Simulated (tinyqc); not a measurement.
# Trap density from the leakage

Problem. Trap-assisted leakage is J = q Nt times the integral over x of the rate through one trap. Find Nt, the areal density Nt t and the mean in-plane spacing (Nt t)^(-1/2).

Values chosen for this exercise:
```
symbol,value,unit,meaning
t,6,nm,thickness
```

Constants: q = 1.602176634e-19 C. Results are converted to the units shown.

J = 2.8517585e-10 A/cm^2
integral of the rate over x = 0.11866185 nm/s

Solution. J is proportional to Nt.

Nt = 1.500e17 cm^-3
Nt t = 9.000e10 cm^-2
in-plane spacing = 33.33 nm

tinyqc, about 0.05 s, one thread, Intel Xeon 2.30GHz (shared host): `OMP_NUM_THREADS=1 python tinyqc.py 2370158 2370159 out.jsonl`
